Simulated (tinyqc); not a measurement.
Inside a calculation: conductance of a narrow metal strip with scatterers (square lattice, Green functions). Values are carried at full precision from step to step, so a last printed digit may differ when a step is redone from the rounded ones.

A strip of W sites across with hard walls, site energy 0 and hopping -t. Mode n = 1 to W has profile chi_n(j) = sqrt(2/(W + 1)) sin(n j pi/(W + 1)) and energy en = -2t cos(n pi/(W + 1)); E = en - 2t cos(kn a). With z_n = exp(i kn a) (Im k > 0 for closed modes, |z| < 1) each lead gives the self-energy -t z_n in mode n. One column carries the site energies v, here one foreign atom. In the mode basis V_nm = sum_j chi_n(j) v_j chi_m(j), G = (E - en + 2 t z_n - V)^-1, and t_nm = 2t sqrt(sin(kn a) sin(km a)) G_nm in size for open modes. T = sum |t_nm|^2, conductance (2e^2/h) T.

Constants: e^2/h = 3.874045865e-05 S.

Values chosen for the exercise (hopping and spacing of the size met in Cu or Al; the lattice is a model; not measured data): t = 1.98 eV (hopping); a = 2.79 angstrom (spacing); W = 5 (sites across); E = -5.01 eV (Fermi energy); v = (0, 0, 4.3, 0, 0) eV (site energies in the scattering column).

## Modes at the Fermi energy

For each n: en, cos(kn a) = (en - E)/(2t), z_n and the velocity 2 t a sin(kn a) (zero if closed).

Modes:
```
n  en (eV)  cos(k a)                 z  dE/dk (eV angstrom)
1  -3.4295   0.39913  0.39913+0.91690i              10.1302
2  -1.9800   0.76515  0.76515+0.64385i               7.1135
3   0.0000   1.26515           0.49016               0.0000
4   1.9800   1.76515           0.31059               0.0000
5   3.4295   2.13118           0.24918               0.0000
```

2 of 5 modes are open, so the clean strip has a resistance of 6453 ohm, whatever its length.

## The scatterer in the mode basis

Form V_nm.

V (eV), rows n=1, n=2, n=3, n=4, n=5 and columns alike:
$$\begin{pmatrix}
1.4333 & 0 & -1.4333 & 0 & 1.4333 \\
0 & 0 & 0 & 0 & 0 \\
-1.4333 & 0 & 1.4333 & 0 & -1.4333 \\
0 & 0 & 0 & 0 & 0 \\
1.4333 & 0 & -1.4333 & 0 & 1.4333
\end{pmatrix}$$

A single site couples every mode that has amplitude on it.

## Green function and transmission

E - en + 2 t z_n = 2t (z_n - cos(kn a)). Invert, form |t_nm|^2 = (2t)^2 Im(z_n) Im(z_m) |G_nm|^2 and sum. The added resistance is 1/(2 (e^2/h) T) less the same for the clean strip.

G (1/eV), rows n=1, n=2, n=3, n=4, n=5 and columns alike:
$$\begin{pmatrix}
-0.0620-0.2607i & 0.0000 & -0.0175-0.0734i & 0.0000 & 0.0072+0.0302i \\
0.0000 & -0.3922i & 0.0000 & 0.0000 & 0.0000 \\
-0.0175-0.0734i & 0.0000 & -0.2390-0.0206i & 0.0000 & -0.0357+0.0085i \\
0.0000 & 0.0000 & 0.0000 & -0.1736 & 0.0000 \\
0.0072+0.0302i & 0.0000 & -0.0357+0.0085i & 0.0000 & -0.1195-0.0035i
\end{pmatrix}$$

|t_nm|^2, rows n=1, n=2, n=3, n=4, n=5 and columns alike:
$$\begin{pmatrix}
0.9464 & 0 & 0 & 0 & 0 \\
0 & 1.0000 & 0 & 0 & 0 \\
0 & 0 & 0 & 0 & 0 \\
0 & 0 & 0 & 0 & 0 \\
0 & 0 & 0 & 0 & 0
\end{pmatrix}$$

T = 1.9464
added resistance = 178 ohm

Mode 1 passes least (0.946) and mode 2 most (1.000); 0.0 % of the transmitted flux changes mode.

## Checks

- Transmitted plus reflected flux against the number of open modes: both 2.00000.

Program tinyqc; command `OMP_NUM_THREADS=1 python tinyqc.py 1452072 1452073 out.jsonl`; about 0.01 s on one thread of a shared Intel(R) Xeon(R) Processor @ 2.30GHz.
